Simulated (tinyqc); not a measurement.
Comparisons within one model: armchair graphene nanoribbon in tight binding. A value that a table varies takes the place of the one given here.

An armchair ribbon of N dimer lines, width (N - 1) sqrt3 acc/2, period 3 acc, one pz orbital a site. In line n, A_n binds to B_n with -t exp(ik/3), times (1 + d) in the two edge lines, and to B_(n-1) and B_(n+1) with -t exp(-ik/6); k runs from -pi to pi. For d = 0 the modes across the ribbon are sin(n p pi/(N + 1)), p = 1 to N, with E = -/+ t sqrt(1 + 4 c^2 + 4 c cos(k/2)), c = cos(p pi/(N + 1)).

Constants: hbar^2/2m0 = 3.80998211 eV angstrom^2.

Values chosen for the exercise (near those used for graphene; the results hold for these values, not for the real material): t = 2.99 eV (hopping); acc = 1.42 angstrom (bond length); N0 = 5 (first width); d1 = 0.12 (edge correction); N = 4 (dimer lines); d = 0.12 (relative strengthening of the edge bonds); k = 2.16 (k times the period 3 acc).

## Three families of gaps

Nine widths from N0 on, gaps at k = 0 with d = 0 and d = d1.

Gaps:
```
N   family  width (angstrom)  gap, d = 0 (eV)  gap, d1 (eV)  gap x (N + 1) sqrt3 acc/2 (eV angstrom)
5     3p+2              4.92           0.0000        0.3480                                     2.57
6       3p              6.15           1.4769        1.2368                                    10.65
7     3p+1              7.38           1.4031        1.7004                                    16.73
8     3p+2              8.61           0.0000        0.2297                                     2.54
9       3p              9.84           1.0499        0.8711                                    10.71
10    3p+1             11.07           1.0116        1.2196                                    16.50
11    3p+2             12.30           0.0000        0.1714                                     2.53
12      3p             13.53           0.8141        0.6722                                    10.75
13    3p+1             14.76           0.7908        0.9503                                    16.36
```

Without edge correction the 3p+2 ribbons have no gap and the other two families nearly share one curve. With it the mean of the last column is 16.53 for 3p+1, 10.70 for 3p and 2.55 eV angstrom for 3p+2: the stronger edge bonds raise the gap of 3p+1, lower that of 3p and open one in 3p+2. Within a family the gap falls about as 1/width. One-electron gaps of this kind leave out the self-energy and exciton terms, which are large in narrow ribbons.

## Mass and gap go together

Nine widths from N0 on. Lowest conduction band for d = d1: m/m0 = c q^2/(E(q) - E(0)) with q = h/(3 acc), h = 0.001, c = hbar^2/2m0. Dirac rule: m = Eg/(2 v^2), that is m/m0 = c Eg/(hbar v)^2 with hbar v = 3 t acc/2.

Masses:
```
N   gap (eV)  mass (m0)  Dirac rule (m0)
5     0.3480     0.0310           0.0327
6     1.2368     0.0899           0.1162
7     1.7004     0.1994           0.1597
8     0.2297     0.0208           0.0216
9     0.8711     0.0678           0.0818
10    1.2196     0.1336           0.1146
11    0.1714     0.0157           0.0161
12    0.6722     0.0544           0.0631
13    0.9503     0.1004           0.0893
```

The ratio of mass to the Dirac rule runs from 0.77 (N = 6) to 1.25 (N = 7). Its mean is 0.82 for N = 3p, 1.18 for 3p+1 and 0.96 for 3p+2: the lowest modes of 3p and 3p+1 lie on opposite sides of the Dirac point, where the velocity along the ribbon differs. The largest gap (N = 7) and the heaviest mass (N = 7) belong to one ribbon.

## What each parameter does

Gap at k = 0, lowest positive level at k, and highest level at k = 0. Each row changes one parameter from the base and keeps the others.

Results:
```
case         gap (eV)  lowest level at k (eV)  top of the band (eV)
base           2.7955                  2.8770                7.9310
t = 3.14 eV    2.9358                  3.0213                8.3289
N = 5          0.3480                  3.1564                8.2319
d = 0.17       3.0038                  2.9602                7.9764
k = 1.728      2.7955                  2.4797                7.9310
```

The largest shifts from the base row, up to three for each result and ties (the steps differ in size, so this ranks the rows, not the parameters). gap (eV): N -2.4475, d +0.2083, t +0.1402; unchanged at the printed digits by k. lowest level at k (eV): k -0.3973, N +0.2794, t +0.1443. top of the band (eV): t +0.3979, N +0.3008, d +0.0454; unchanged at the printed digits by k.

(tinyqc, `OMP_NUM_THREADS=1 python tinyqc.py 1451159 1451160 out.jsonl`, Intel(R) Xeon(R) Processor @ 2.30GHz, 1 thread, shared host, about 0.03 s.)
